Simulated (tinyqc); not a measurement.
Worked calculation: CIS and TDHF on RHF in the sto-3g basis, for H3+, spin multiplicity 1. One step of it, computed by the program tinyqc.

Task: Integrals over molecular orbitals. (pq|rs) = sum C_ip C_jq C_kr C_ls (ij|kl), one index at a time.

coefficients C, order 1H 1s, 2H 1s, 3H 1s:
$$\begin{pmatrix}
0.581007 & 0.000000 & 1.289531 \\
0.330680 & 0.765624 & -0.873312 \\
0.330680 & -0.765624 & -0.873312
\end{pmatrix}$$

core Hamiltonian H = T + V (hartree), order 1H 1s, 2H 1s, 3H 1s:
$$\begin{pmatrix}
-1.553613 & -0.950855 & -0.950855 \\
-0.950855 & -1.292873 & -0.284611 \\
-0.950855 & -0.284611 & -1.292873
\end{pmatrix}$$

Two-electron integrals (ij|kl) in chemists' order, unique and non-zero (hartree):
```
(11|11) 0.774606   (21|11) 0.340369   (21|21) 0.186728   (22|11) 0.499718
(22|21) 0.340369   (22|22) 0.774606   (31|11) 0.340369   (31|21) 0.139427
(31|22) 0.198124   (31|31) 0.186728   (32|11) 0.088703   (32|21) 0.042965
(32|22) 0.071258   (32|31) 0.042965   (32|32) 0.011394   (33|11) 0.499718
(33|21) 0.198124   (33|22) 0.281442   (33|31) 0.340369   (33|32) 0.071258
(33|33) 0.774606
```

Give: one-electron integrals over orbitals h = C^T H C; Two-electron integrals over orbitals.

Result:

one-electron integrals over orbitals h = C^T H C (hartree):
$$\begin{pmatrix}
-1.6002 & 0.0000 & -0.0989 \\
0.0000 & -1.1820 & 0.0000 \\
-0.0989 & 0.0000 & -0.7064
\end{pmatrix}$$

Two-electron integrals over orbitals (pq|rs), unique and non-zero (hartree):
```
(11|11) 0.5856    (21|21) 0.1460    (22|11) 0.4990    (22|22) 0.5455
(31|11) 0.0989    (31|22) -0.0318   (31|31) 0.1331    (32|21) -0.1389
(32|32) 0.1576    (33|11) 0.5905    (33|22) 0.5301    (33|31) 0.0853
(33|33) 0.6330
```
